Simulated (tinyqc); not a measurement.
## Line constants from open and short measurements

Inverse problem. A uniform line of length len, under a quarter wavelength, has Z_open = Zc coth(gamma len) and Z_short = Zc tanh(gamma len); gamma Zc = r + i w l and gamma/Zc = g + i w c, w = 2 pi f. Find r, l and c.

Parameters, values chosen for the exercise:

| symbol | value | unit | meaning |
|---|---|---|---|
| len | 4.9 | mm | length |
| f | 3.1 | GHz | frequency |

Zin with the far end open = 13.40786-110.94766i ohm
Zin with the far end shorted = 48.030678+44.980335i ohm

Answer. The product of the two impedances is Zc^2 and their ratio tanh^2(gamma len); the principal branch holds below a quarter wavelength.

r = 7.68 ohm/mm
l = 0.468 nH/mm
c = 83.2 pF/m

Program tinyqc, `OMP_NUM_THREADS=1 python tinyqc.py 2810125 2810126 out.jsonl`; Intel Xeon 2.30GHz, shared host, one thread, about 0.01 s.
